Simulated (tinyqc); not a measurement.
## Capacitances from a Coulomb diamond

Inverse problem. A single-electron transistor has the bias V on its left lead and the right lead at 0 V. Its diamonds repeat every q/Cg in gate voltage, close at |V| = q/Cs with Cs = CL + CR + Cg, and have edges of slope dV/dVg = -Cg/CL and Cg/(Cs - CL). Find Cg, Cs, CL and CR.

Constants: q = 1.602176634e-19 C. Results are converted to the units shown.

gate period = 51.683117 mV
bias at the tip of the diamond = 2.6222204 mV
slope dV/dVg of the rising edge = 0.11032028

Solution. The period gives Cg, the tip Cs, and the rising edge Cs - CL = CR + Cg.

Cg = 3.100 aF
Cs = 61.10 aF
CL = 33.00 aF
CR = 25.00 aF

Program tinyqc, `OMP_NUM_THREADS=1 python tinyqc.py 2780039 2780040 out.jsonl`; Intel Xeon 2.30GHz, shared host, one thread, about 0.01 s.
